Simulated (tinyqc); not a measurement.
Donor near an oxide interface in a gate field (two-state model): one step. The interface state across the interface. Three cases, with inputs chosen for the exercise.

Problem. Solve c b/(2 mz) - 3 e F/b^2 + q Q/(8 eps) = 0; give Q, b, the three terms of E_z and <z> = 3/b.

Interface at z = 0 (hard wall), donor at z = d, field F pulling electrons to the interface: potential e F z; 1 kV/cm = 1e-5 eV/angstrom, c = hbar^2/2m0, q = e^2/(4 pi eps0), Q = (eps - eo)/(eps + eo). Donor state: E_D = e F d - ED - q Q/(4 eps d), the last term joining the images of ion and electron. Interface state: z exp(-b z/2) exp(-rho^2/(2 L^2)) with E_z = c b^2/(4 mz) + 3 e F/b + q Q b/(8 eps), minimised over b; in the plane at z = 3/b the ion (distance D = d - 3/b) and its image (D' = d + 3/b) give E_rho = c/(mt L^2) - (q/eps)(sqrt(pi)/L)[erfcx(D/L) + Q erfcx(D'/L)], erfcx(x) = exp(x^2) erfc(x), minimised over L. E_I = E_z + E_rho.

Constants: hbar^2/2m0 = 3.80998211 eV angstrom^2; e^2/(4 pi eps0) = 14.39964547 eV angstrom.

Case 1.

Values chosen (near those of a donor in Si below HfO2, static dielectric constants; the results hold for these values, not for the real material): d = 170 angstrom (depth of the donor); ED = 46.2 meV (bulk binding energy); mz = 0.921 m0 (mass across the interface); mt = 0.187 m0 (mass in the plane); eps = 11.3 (dielectric constant of the semiconductor); eo = 22 (dielectric constant of the oxide); F = 34.3 kV/cm (field in the semiconductor).

Case 2.

Values chosen (near those of a donor in Si below SiO2, static dielectric constants; the results hold for these values, not for the real material): d = 80 angstrom (depth of the donor); ED = 42 meV (bulk binding energy); mz = 0.921 m0 (mass across the interface); mt = 0.185 m0 (mass in the plane); eps = 11.3 (dielectric constant of the semiconductor); eo = 3.9 (dielectric constant of the oxide); F = 101 kV/cm (field in the semiconductor).

Case 3.

Values chosen (near those of a donor in Si below SiO2, static dielectric constants; the results hold for these values, not for the real material): d = 130 angstrom (depth of the donor); ED = 31.6 meV (bulk binding energy); mz = 0.914 m0 (mass across the interface); mt = 0.187 m0 (mass in the plane); eps = 11.3 (dielectric constant of the semiconductor); eo = 3.9 (dielectric constant of the oxide); F = 32.3 kV/cm (field in the semiconductor).

Give: Q; b; kinetic, field and image terms; <z>.

Solution.

Case 1.

Q = -0.3213
b = 0.08840 1/angstrom

kinetic, field and image terms (meV): 8.08  11.64  -4.52

<z> = 33.9 angstrom

The image pulls the electron towards the oxide; without it <z> would be 37.9 angstrom. The sign rests on the static constant; with the high-frequency one of such an oxide, about 4, the image would repel.

Case 2.

Q = 0.4868
b = 0.10235 1/angstrom

kinetic, field and image terms (meV): 10.83  29.60  7.94

<z> = 29.3 angstrom

The image pushes the electron away from the oxide; without it <z> would be 26.4 angstrom.

Case 3.

Q = 0.4868
b = 0.06684 1/angstrom

kinetic, field and image terms (meV): 4.66  14.50  5.18

<z> = 44.9 angstrom

The image pushes the electron away from the oxide; without it <z> would be 38.7 angstrom.

Computed by tinyqc, one run a case: `OMP_NUM_THREADS=1 python tinyqc.py N N+1 out.jsonl` with N = 1282407, 1282667, 1282743; one thread of a shared Intel(R) Xeon(R) Processor @ 2.30GHz, about 0.1 s a run at most.
